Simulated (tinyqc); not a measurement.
Inside a calculation. Method: Hubbard chain of 4 sites. Computed by tinyqc, a small Python program that keeps every step. Settings: hopping = 1.75, U = 8.1, mixing = 0.5, iteration cap = 68. Command: `OMP_NUM_THREADS=1 python tinyqc.py 27908 27909 out.jsonl` (the two numbers bound the seeds that draw the settings). One thread of a shared host (Intel(R) Xeon(R) Processor @ 2.60GHz), about 0.2 s of CPU time with the checks. Later iterations appear only in the table of the cycle.

## Mean-field iteration 1

one-body matrix (hopping and site energies) (eV), lower triangle:
```
           1          2          3         4
1   0.000000
2  -1.750000   0.000000
3   0.000000  -1.750000   0.000000
4   0.000000   0.000000  -1.750000  0.000000
```

U = 8.100000 eV

electrons, up and down: 2  2

mixing = 0.500000

n(up) at the start (a guess, not normalised): 1 0.800000, 2 0.200000, 3 0.800000, 4 0.200000

n(down) at the start (a guess): 1 0.200000, 2 0.800000, 3 0.200000, 4 0.800000

H(up) = T + U n(down), H(down) = T + U n(up); fill the lowest levels; n(new) = n + mixing (n(out) - n); E = tr T (rho up + rho down) + U sum n_up n_down of the output.

levels, up (eV): 0.318696  1.390175  6.709825  7.781304

levels, down (eV): 0.318696  1.390175  6.709825  7.781304

energy = -2.063678 eV

n(up) after iteration 1: 1 0.860271, 2 0.169061, 3 0.830939, 4 0.139729

n(down) after iteration 1: 1 0.139729, 2 0.830939, 3 0.169061, 4 0.860271

## Mean-field iteration 2

As before.

levels, up (eV): 0.093463  1.011113  7.088887  8.006537

levels, down (eV): 0.093463  1.011113  7.088887  8.006537

energy = -2.144465 eV

n(up) after iteration 2: 1 0.897716, 2 0.144317, 3 0.855683, 4 0.102284

n(down) after iteration 2: 1 0.102284, 2 0.855683, 3 0.144317, 4 0.897716

## Convergence

Each step fills the lowest levels of T + U n(other spin) and sets n(new) = n + mixing (n(out) - n); stop when output and input agree to 1e-8.

Course of the cycle:
```
iteration       E (eV)  largest |n(out) - n(in)|  mean |n_up - n_down|
1          -2.06367825                  1.21e-01              0.782420
2          -2.14446462                  7.49e-02              0.815589
3          -2.17543525                  4.52e-02              0.834648
4          -2.18740622                  2.69e-02              0.845913
5          -2.19206136                  1.68e-02              0.852704
6          -2.19387920                  1.11e-02              0.856852
7          -2.19459116                  7.21e-03              0.859410
8          -2.19487058                  4.65e-03              0.860995
9          -2.19498040                  2.98e-03              0.861983
10         -2.19502361                  1.90e-03              0.862599
11         -2.19504062                  1.21e-03              0.862984
...                ...                       ...                   ...
27         -2.19505168                  7.49e-07              0.863630
28         -2.19505168                  4.71e-07              0.863630
29         -2.19505168                  2.96e-07              0.863630
30         -2.19505168                  1.86e-07              0.863630
31         -2.19505168                  1.17e-07              0.863630
32         -2.19505168                  7.33e-08              0.863630
33         -2.19505168                  4.61e-08              0.863630
34         -2.19505168                  2.89e-08              0.863630
35         -2.19505168                  1.82e-08              0.863630
36         -2.19505168                  1.14e-08              0.863630
37         -2.19505168                  7.17e-09              0.863630
```

local moments n_up - n_down: 1 0.906835, 2 -0.820425, 3 0.820425, 4 -0.906835

Converged in 37 iterations. Before convergence this energy mixes input and output and is not variational, so it may rise towards its limit.

## Exact diagonalisation (36 states)

Lowest levels of the sector, and the double occupancy of the lowest state.

lowest levels (eV): -3.076022  -2.223799  -1.343343  -0.914285  -0.422615  0.000000

double occupancy per site = 0.071043

The mean-field solution above lies 0.8810 eV above the exact energy.

## The lowest level by Lanczos steps

From a random start vector (not printed): a_j = <q_j|H|q_j>, b_j = norm of the remainder after orthogonalising; the Ritz value is the lowest eigenvalue of the tridiagonal matrix of a and b so far.

Lanczos:
```
j    a_j (eV)  b_j (eV)  lowest Ritz value (eV)
1    4.385792  6.434449              4.38579152
2    5.779032  5.532902             -1.38963659
3   10.776422  4.688269             -2.51931104
4    6.803812  5.285005             -2.75001486
5    8.577879  7.715221             -2.84406670
6    9.161433  4.161353             -2.97142944
7    8.287732  4.634996             -3.01897578
8    5.139312  6.543137             -3.04015935
9   10.926758  4.134104             -3.06418208
10   8.057108  4.055906             -3.07133618
```
